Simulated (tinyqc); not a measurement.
Resonant-tunnelling diode, transfer matrices and Tsu-Esaki current: one step of the calculation.

Emitter (band edge 0), barrier d1, well Lw, barrier d2, collector (edge -V). The bias drops linearly over these layers and none in the contacts; each layer is cut into ns equal slices, flat at the value of their centres. E is the energy of motion across the layers, C = hbar^2/(2 m0), psi and psi'/m are continuous. Transport is coherent, T(E) is taken as independent of the transverse momentum, and charge in the well is ignored.

Problem. Running product of the slice matrices at the trial energy. For the pair (psi, psi'/m) a flat layer has M = [[cos kd, (m/k) sin kd], [-(k/m) sin kd, cos kd]] with k = sqrt(m (E - U)/C) above its edge U, and M = [[cosh Kd, (m/K) sinh Kd], [(K/m) sinh Kd, cosh Kd]] with K = sqrt(m (U - E)/C) below it. Later slices stand to the left. With M acting on (psi, psi'/m) and v = k/m in each lead, T(E) = 4 vL vR/[(vL vR M12 - M21)^2 + (vR M11 + vL M22)^2]. vL = sqrt(mw E/C)/mw, vR = sqrt(mw (E + V)/C)/mw.

Parameters, values chosen for the exercise; masses and offsets close to those of InGaAs wells and InP barriers: mass in the well, spacer and contacts mw = 0.04 m0; slices in each layer ns = 2; bias of the collector V = 0.036 V; trial energy E = 0.02557 eV.

Constants: q = 1.602176634e-19 C, hbar = 1.054571817e-34 J s, m0 = 9.1093837015e-31 kg, hbar^2/(2 m0) = 0.0380998212 eV nm^2. Results are converted to the units shown.

```
slice	U (eV)	m (m0)	width (nm)
0	0.23830189	0.079	1
1	0.23490566	0.079	1
2	-0.01239623	0.04	3.3
3	-0.02360377	0.04	3.3
4	0.20909434	0.079	1
5	0.20569811	0.079	1
```

Give: Product after each layer; T(E).

Solution.

Product after each layer:
```
	M11	M12 (nm)	M21 (1/nm)	M22
barrier d1	2.015	0.2083	14.60	2.006
well	3.124	0.4146	-9.155	-0.8950
barrier d2	3.964	0.5905	20.96	3.374
```

T(E) = 0.06704

Program tinyqc, `OMP_NUM_THREADS=1 python tinyqc.py 2600123 2600124 out.jsonl`; Intel Xeon 2.30GHz, shared host, one thread, about 0.2 s.
